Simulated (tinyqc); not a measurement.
# Worked calculation: ellipsometry and reflectance of a transparent film on an absorbing substrate

tinyqc, about 0.5 s, one thread, Intel Xeon 2.30GHz (shared host): `OMP_NUM_THREADS=1 python tinyqc.py 2870117 2870118 out.jsonl` Printed values are rounded.

Air (index 1), film, substrate with N2 = n2 - i k2; time factor exp(+i w t). q_j = sqrt(N_j^2 - sin^2 th), root with positive real part. Fresnel coefficients r_s = (q_a - q_b)/(q_a + q_b), r_p = (N_b^2 q_a - N_a^2 q_b)/(N_b^2 q_a + N_a^2 q_b). tan(Psi) exp(i Delta) = R_p/R_s, Delta taken from 0 to 360 degrees.

Values chosen for this exercise; indices close to those of silicon dioxide on silicon: wavelength lam = 800 nm; angle of incidence th = 70 degrees; index of the transparent film n1 = 1.462; film thickness d = 33 nm; index of the substrate n2 = 3.692; extinction coefficient of the substrate k2 = 0.0065.

## Interface coefficients and thickness period

q0, q1, q2 and the coefficients r01 and r12 for p and s; the results repeat in d with the period lam/(2 q1).

q0 = 0.342020
q1 = 1.12001
q2 = 3.57041-0.00672i
r01,p = -0.210129
r01,s = -0.532130
r12,p = 0.333439-0.000728i
r12,s = -0.522428+0.000684i
period = 357.140 nm

## Psi, Delta and reflectances

beta = 2 pi d q1/lam, X = exp(-2 i beta), R = (r01 + r12 X)/(1 + r01 r12 X) for p and s.

beta = 0.290286 rad
X = 0.836149-0.548502i
R_p = 0.064428-0.197541i
R_s = -0.802580+0.133496i
Psi = 14.3262 degrees
Delta = 117.508 degrees
|R_p|^2 = 0.0431735
|R_s|^2 = 0.661956

The bare substrate gives Psi = 9.129 and Delta = 179.67 degrees.
